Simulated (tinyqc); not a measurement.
Illuminated p-n diode, drift-diffusion by the Gummel loop with Scharfetter-Gummel fluxes: two steps of the calculation.

Abrupt junction at x = 0, p side from -Lp, n side to Ln, ohmic contacts. psi is counted from the intrinsic level; n = ni exp((psi - phin)/Vt), p = ni exp((phip - psi)/Vt). Contacts: p side psi = V - Vt ln(Na/ni), p = Na, n = ni^2/Na; n side psi = Vt ln(Nd/ni), n = Nd, p = ni^2/Nd. Constant mobilities, D = mu Vt, Boltzmann statistics, SRH recombination through a mid-gap level, U = (n p - ni^2)/(tp (n + ni) + tn (p + ni)). Current is positive from the p contact to the n contact.

Values chosen for this exercise; band and dielectric values close to those of silicon: temperature T = 275 K; relative permittivity eps_r = 11.5; acceptor density of the p side Na = 8.9e15 cm^-3; donor density of the n side Nd = 5.8e16 cm^-3; electron mobility mun = 930 cm^2/(V s); hole mobility mup = 320 cm^2/(V s); SRH lifetime of electrons tn = 2e-8 s; SRH lifetime of holes tp = 3e-7 s; uniform generation rate G = 2e20 cm^-3 s^-1; bias of the p contact V = 0.26 V.

Constants: q = 1.602176634e-19 C, kB = 1.380649e-23 J/K, Vt = kB T/q, eps0 = 8.8541878128e-14 F/cm where lengths are in cm. Results are converted to the units shown.

Task 1. Poisson equation. With phin and phip held, solve a_i (psi_(i+1) - psi_i) - a_(i-1) (psi_i - psi_(i-1)) + q w_i (p_i - n_i + C_i) = 0 for the inner nodes by Newton steps to convergence; a_i = eps0 eps_r/h_i, h_i = x_(i+1) - x_i, w_i = (h_(i-1) + h_i)/2, C = -Na or +Nd.

| node | x (nm) | phin at the start (V) | phip at the start (V) |
|---|---|---|---|
| 0 | -1100 | 0.26 | 0.26 |
| 1 | -644 | 0 | 0.26 |
| 2 | -363 | 0 | 0.26 |
| 3 | -191 | 0 | 0.26 |
| 4 | -85.1 | 0 | 0.26 |
| 5 | -20 | 0 | 0.26 |
| 6 | 20 | 0 | 0.26 |
| 7 | 89.3 | 0 | 0.26 |
| 8 | 209 | 0 | 0.26 |
| 9 | 417 | 0 | 0.26 |
| 10 | 777 | 0 | 0.26 |
| 11 | 1400 | 0 | 0 |

ni = 1.0555628e9 cm^-3

Wanted: psi; n after Poisson; p after Poisson.

Result 1.

| node | psi (V) | n after Poisson (cm^-3) | p after Poisson (cm^-3) |
|---|---|---|---|
| 0 | -0.11792 | 125.19 | 8.9000e15 |
| 1 | -0.11790 | 7.2916e6 | 8.8925e15 |
| 2 | -0.11666 | 7.6812e6 | 8.4415e15 |
| 3 | -0.08781 | 2.5960e7 | 2.4977e15 |
| 4 | 0.07820 | 2.8612e10 | 2.2662e12 |
| 5 | 0.25817 | 5.6867e13 | 1.1402e9 |
| 6 | 0.39838 | 2.1105e16 | 3.0723e6 |
| 7 | 0.42143 | 5.5814e16 | 1.1617e6 |
| 8 | 0.42233 | 5.7971e16 | 1.1185e6 |
| 9 | 0.42234 | 5.8000e16 | 1.1179e6 |
| 10 | 0.42234 | 5.8000e16 | 1.1179e6 |
| 11 | 0.42234 | 5.8000e16 | 19.211 |

Task 2. Recombination and current. U_i as defined. J = Jn at the p contact + Jp at the n contact + q sum w_i U_i - q G sum w_i over the inner nodes, which avoids differences of large majority fluxes: Jn = (q mun Vt/h_0)[n_1 B(d_0) - n_0 B(-d_0)], Jp = (q mup Vt/h_last)[p_(N-1) B(d_last) - p_N B(-d_last)], d_i = (psi_(i+1) - psi_i)/Vt, B(d) = d/(exp(d) - 1), w_i = (h_(i-1) + h_i)/2.

| node | x (nm) | converged psi (V) | converged n (cm^-3) | converged p (cm^-3) |
|---|---|---|---|---|
| 0 | -1100 | -0.11791825 | 125.19245 | 8.9e15 |
| 1 | -644 | -0.11789780 | 7.9920562e9 | 8.8925142e15 |
| 2 | -363 | -0.11666422 | 3.8457652e9 | 8.4415460e15 |
| 3 | -191 | -0.08780568 | 7.6645651e8 | 2.4977646e15 |
| 4 | -85.1 | 0.07819721 | 2.9099099e10 | 2.2696609e12 |
| 5 | -20 | 0.25817196 | 5.6868034e13 | 2.8924039e9 |
| 6 | 20 | 0.39838013 | 2.1104998e16 | 1.2918977e9 |
| 7 | 89.3 | 0.42142645 | 5.5813977e16 | 8.2892966e9 |
| 8 | 209 | 0.42232509 | 5.7971126e16 | 2.5730819e10 |
| 9 | 417 | 0.42233687 | 5.7999922e16 | 4.8160117e10 |
| 10 | 777 | 0.42233694 | 5.8000060e16 | 6.0068626e10 |
| 11 | 1400 | 0.42233696 | 5.8e16 | 19.210565 |

ni = 1.0555628e9 cm^-3

Give: U; Jn at the p contact; Jp at the n contact; recombination; generation; J.

Result 2.

| node | U (cm^-3 s^-1) |
|---|---|
| 0 | 0 |
| 1 | 3.996e17 |
| 2 | 1.923e17 |
| 3 | 3.832e16 |
| 4 | 1.213e18 |
| 5 | 9.641e15 |
| 6 | 4.306e15 |
| 7 | 2.763e16 |
| 8 | 8.577e16 |
| 9 | 1.605e17 |
| 10 | 2.002e17 |
| 11 | 0 |

Jn at the p contact = 6.186e-4 A/cm^2
Jp at the n contact = 0.001171 A/cm^2
recombination = 7.390e-6 A/cm^2
generation = 0.006282 A/cm^2
J = -0.004485 A/cm^2

Program tinyqc, `OMP_NUM_THREADS=1 python tinyqc.py 2240051 2240052 out.jsonl`; Intel Xeon 2.30GHz, shared host, one thread, about 0.5 s.
